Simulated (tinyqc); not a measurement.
# Pinning factor and decay constant from two barriers

Problem. phiB = S (phiM - chi) + (1 - S)(Eg - E0) with S = 1/(1 + (1/S0 - 1) exp(-be ti)). Find S0, S at the given thickness and be.

Parameters, values chosen for the exercise; semiconductor values close to those of gallium nitride; interlayer mass of the order of that in aluminium oxide, offset chosen freely: band gap Eg = 3.47 eV; electron affinity chi = 4.08 eV; charge-neutrality level above the valence band E0 = 2.3 eV; metal work function phiM = 4.09 eV.

phiB at ti = 0, 0.3 nm (eV): 0.4972  0.16320194

Solution. Each barrier gives its S by linear interpolation between the pinned and the unpinned value; the ratio of the two values of 1/S - 1 is exp(be ti).

S0 = 0.5800
S = 0.8679
be = 5.200 1/nm

Computed by the program tinyqc: `OMP_NUM_THREADS=1 python tinyqc.py 2270060 2270061 out.jsonl`, one thread of a shared Intel Xeon 2.30GHz, about 0.02 s for the whole run.
